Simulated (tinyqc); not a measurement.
Crystallisation kinetics and data retention of a phase-change cell: kissinger analysis.

Johnson-Mehl-Avrami-Kolmogorov law X = 1 - exp(-y^n), y = integral of k dt, k = (1/100 s) exp[-(Ec q/kB)(1/T - 1/T1)].

Tp is the temperature of the largest dX/dt on a ramp of rate b (b in K/min in the logarithm).

Parameters, values chosen for the exercise; values of the order of Ge-Sb-Te and related chalcogenides:
```
symbol,value,unit,meaning
Ec,3.04,eV,activation energy of crystallisation
T1,432,K,temperature at which the rate k is 1/(100 s)
n,2.5,,Avrami exponent
```

Constants: q = 1.602176634e-19 C, kB = 1.380649e-23 J/K. Results are converted to the units shown.

Result of one run:
```
b (K/min)  Tp (K)  q/kB Tp (1/eV)  ln(b/Tp^2)  X at the peak
0.5         422.8           27.45      -12.79         0.6287
```

What becomes of these results when the heating rate b is changed from 0.5 to 10 K/min, all else the same?

Result of the changed run:
```
b (K/min)  Tp (K)  q/kB Tp (1/eV)  ln(b/Tp^2)  X at the peak
10          438.1           26.49      -9.862         0.6286
```

The whole series:
```
b (K/min)  Tp (K)  q/kB Tp (1/eV)  ln(b/Tp^2)  X at the peak
0.5         422.8           27.45      -12.79         0.6287
1           426.2           27.23      -12.11         0.6287
2           429.7           27.00      -11.43         0.6286
5           434.5           26.71      -10.54         0.6286
10          438.1           26.49      -9.862         0.6286
20          441.8           26.26      -9.186         0.6285
50          446.8           25.97      -8.292         0.6285
100         450.7           25.75      -7.616         0.6285
```

Tp rises from 423 to 451 K. The slope of ln(b/Tp^2) against q/kB Tp between the end rows is -3.039 eV, against Ec = 3.04 eV, and X at the peak stays near 1 - 1/e = 0.632 (0.629 to 0.628).

Range of the model: One Arrhenius rate is assumed; incubation, growth from the boundary and the non-Arrhenius kinetics of the supercooled liquid are left out.

tinyqc, about 0.04 s, one thread, Intel Xeon 2.30GHz (shared host): `OMP_NUM_THREADS=1 python tinyqc.py 2490145 2490146 out.jsonl`
